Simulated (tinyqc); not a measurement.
Esaki diode in forward bias, two-band WKB: one step of the calculation.

Abrupt p-n junction, depletion approximation. Energies E are counted from the conduction-band edge of the neutral n side; its Fermi level lies at dn, that of the p side at dn - V, and the valence-band edge of the neutral p side at Em = dn + dp - V. Tunnelling needs 0 < E < Em. Two-band dispersion with equal masses m: inside the gap kappa = sqrt(m u (1 - u/Eg)/C), u the distance from a band edge, C = hbar^2/(2 m0).

Problem. Fermi levels and built-in voltage. Nd = Nc F12(dn/Vt), Na = Nv F12(dp/Vt), F12(x) = (2/sqrt(pi)) int_0^infinity sqrt(u)/(1 + exp(u - x)) du; dn = EF - Ec on the n side, dp = Ev - EF on the p side (negative outside the bands); Vbi = Eg + dn + dp.

Inputs (values chosen for the exercise); band and dielectric values close to those of indium phosphide:
```
symbol    value   unit                                     meaning
T           350      K                                 temperature
Eg         1.34     eV                                    band gap
Nc      7.18e17  cm^-3  conduction-band density of states at 350 K
Nv       1.4e19  cm^-3     valence-band density of states at 350 K
Na       2.6e19  cm^-3                            acceptor density
Nd       4.7e19  cm^-3                               donor density
```

Constants: q = 1.602176634e-19 C, kB = 1.380649e-23 J/K, Vt = kB T/q. Results are converted to the units shown.

Wanted: dn; dp; Vbi.

Solution.

dn = 0.59099 eV
dp = 0.037986 eV
Vbi = 1.9690 V

Boltzmann statistics would give dn = 0.126 eV and dp = 0.0187 eV. At zero bias the bands of the two sides overlap by dn + dp.

Range of the model: Parabolic densities of states, no band tails and no gap narrowing, all of which matter at such doping.

tinyqc, about 0.01 s, one thread, Intel Xeon 2.30GHz (shared host): `OMP_NUM_THREADS=1 python tinyqc.py 2620096 2620097 out.jsonl`
